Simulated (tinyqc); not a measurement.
Doping level: carrier statistics of a doped semiconductor with parabolic bands.

Eg(T) = Eg0 - al T^2/(T + be); m_de = Mv^(2/3) (ml mt^2)^(1/3); m_dh = (mhh^(3/2) + mlh^(3/2))^(2/3); Nc and Nv from N = 2 (m kB T/(4 pi c))^(3/2) with c = hbar^2/2m0, in 1/angstrom^3; times 1e24 for 1/cm^3.

Energies are counted from Ev, so Ec = Eg. n = Nc F_1/2((EF - Eg)/kT), p = Nv F_1/2(-EF/kT), ND+ = ND/(1 + 2 exp((EF - Eg + ED)/kT)), NA- = NA/(1 + 4 exp((EA - EF)/kT)); neutrality asks p + ND+ = n + NA-. F_j(eta) = (1/Gamma(j + 1)) integral_0^infinity x^j dx/(1 + exp(x - eta)), which tends to exp(eta) for eta << 0.

Constants: hbar^2/2m0 = 3.80998211 eV angstrom^2; kB = 8.617333262e-05 eV/K.

Parameters, chosen for this exercise (near those of GaN; shifted at random, so the results belong to these values and not to a real crystal):
- Eg0 = 3.513 eV (gap at 0 K)
- al = 0.000914 eV/K (Varshni alpha)
- be = 835 K (Varshni beta)
- ml = 0.198 m0 (longitudinal electron mass)
- mt = 0.198 m0 (transverse electron mass)
- Mv = 1 (equivalent valleys)
- mhh = 1.36 m0 (heavy-hole mass)
- mlh = 0.302 m0 (light-hole mass)
- ED = 0.0225 eV (donor level below Ec)
- EA = 0.176 eV (acceptor level above Ev)
- T = 250 K

Only acceptors are present (ND = 0); eta is the distance of EF beyond the valence edge in units of kT.

Neutral state:
```
NA (1/cm^3)  EF (eV)  majority (1/cm^3)  ionised share     eta
1.0e+14       0.2749           9.61e+13          0.961  -12.76
1.0e+15       0.2304           7.58e+14          0.758  -10.70
1.0e+16       0.1955           3.82e+15          0.382   -9.08
1.0e+17       0.1672           1.42e+16          0.142   -7.76
3.0e+18       0.1292           8.31e+16          0.028   -6.00
1.0e+19       0.1161           1.53e+17          0.015   -5.39
3.0e+19       0.1042           2.65e+17          0.009   -4.84
```

Give the missing row, NA (1/cm^3) = 1.0e+18.

Computed row:
```
NA (1/cm^3)  EF (eV)  majority (1/cm^3)  ionised share    eta
1.0e+18       0.1413           4.75e+16          0.047  -6.56
```

The impurity level lies at 0.1760 eV. The ionised share falls from 0.961 to 0.009 as EF passes through it between 1e+16 and 1e+17 1/cm^3 (share 1/5 there); it is below one half from 1e+16 1/cm^3 on. Over the last two rows the doping grows threefold and the majority density by a factor 1.74. EF stays more than 3 kT from the majority band edge. Above roughly 3e+20 1/cm^3 (N^(1/3) a = 0.26, with the radius a = sqrt(c/(m E)) from the ionisation energy E and the mass mhh) the levels merge with the band and real ionisation is complete; sharp levels then overstate freeze-out.

Run: tinyqc, `OMP_NUM_THREADS=1 python tinyqc.py 1652268 1652269 out.jsonl`; Intel(R) Xeon(R) Processor @ 2.30GHz, one thread, shared host; about 0.01 s of CPU time with all checks.
